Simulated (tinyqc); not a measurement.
# Ellipsometry and reflectance of a transparent film on an absorbing substrate: two studies

Air (index 1), film, substrate with N2 = n2 - i k2; time factor exp(+i w t). q_j = sqrt(N_j^2 - sin^2 th), root with positive real part. Fresnel coefficients r_s = (q_a - q_b)/(q_a + q_b), r_p = (N_b^2 q_a - N_a^2 q_b)/(N_b^2 q_a + N_a^2 q_b). tan(Psi) exp(i Delta) = R_p/R_s, Delta taken from 0 to 360 degrees.

Values chosen for this exercise; indices close to those of aluminium oxide on silicon: wavelength lam = 800 nm; angle of incidence th = 70 degrees; index of the transparent film n1 = 1.672; film thickness d = 13 nm; index of the substrate n2 = 3.692; extinction coefficient of the substrate k2 = 0.0065.

Each table varies one quantity; the others keep the values above.

## Psi and Delta against the film thickness

beta = 2 pi d q1/lam, X = exp(-2 i beta), R = (r01 + r12 X)/(1 + r01 r12 X) for p and s. The last column is the derivative of Delta.

Psi and Delta against the film thickness:

| d (nm) | Psi (degrees) | Delta (degrees) | \|R_p\|^2 | \|R_s\|^2 | dDelta/dd (degrees/nm) |
|---|---|---|---|---|---|
| 0 | 9.1293 | 179.67 | 0.017583 | 0.68089 | -2.8691 |
| 1 | 9.1386 | 176.81 | 0.017619 | 0.68086 | -2.8641 |
| 2 | 9.1631 | 173.95 | 0.017713 | 0.68079 | -2.8508 |
| 3 | 9.2026 | 171.11 | 0.017866 | 0.68066 | -2.8296 |
| 4 | 9.2569 | 168.29 | 0.018076 | 0.68048 | -2.8009 |
| 5 | 9.3258 | 165.51 | 0.018345 | 0.68025 | -2.7652 |
| 6 | 9.4088 | 162.76 | 0.018671 | 0.67997 | -2.7232 |
| 7 | 9.5056 | 160.06 | 0.019055 | 0.67964 | -2.6757 |
| 8 | 9.6156 | 157.41 | 0.019496 | 0.67926 | -2.6233 |

What does the comparison show?

Delta falls from 179.67 to 157.41 degrees while Psi moves from 9.129 to 9.616: Delta changes 45.8 times as much as Psi. With the slope of the first row an error of 0.01 degree in Delta means 0.0035 nm.

## Effect of the index of the transparent film

Same model as above.

dDelta/dd is the derivative of Delta; period lam/(2 q1).

Effect of the index of the transparent film:

| n1 | Psi (degrees) | Delta (degrees) | \|R_p\|^2 | \|R_s\|^2 | dDelta/dd (degrees/nm) | period (nm) |
|---|---|---|---|---|---|---|
| 1.25 | 9.724 | 157.3 | 0.01995 | 0.6794 | -1.588 | 485.3 |
| 1.45 | 10.15 | 149.3 | 0.02171 | 0.6781 | -2.061 | 362.2 |
| 1.65 | 10.34 | 145.3 | 0.02251 | 0.6767 | -2.298 | 294.9 |
| 1.85 | 10.33 | 143.6 | 0.02246 | 0.6754 | -2.432 | 251.0 |
| 2.05 | 10.19 | 143.4 | 0.02179 | 0.6742 | -2.500 | 219.5 |
| 2.25 | 9.950 | 144.3 | 0.02072 | 0.6731 | -2.510 | 195.7 |
| 2.45 | 9.652 | 146.4 | 0.01945 | 0.6724 | -2.448 | 176.8 |
| 2.65 | 9.336 | 149.5 | 0.01816 | 0.6720 | -2.296 | 161.4 |

Read the table: what changes, and by how much?

Psi goes from 9.72 through a maximum of 10.3 (at n1 = 1.65 among the rows listed) to 9.34 degrees and |R_p|^2 goes from 0.0200 through a maximum of 0.0225 (at n1 = 1.65 among the rows listed) to 0.0182. The slope of Delta is largest in size, 2.51 degrees/nm, at n1 = 2.25 among the rows.

tinyqc, about 0.01 s, one thread, Intel Xeon 2.30GHz (shared host): `OMP_NUM_THREADS=1 python tinyqc.py 2870120 2870121 out.jsonl`
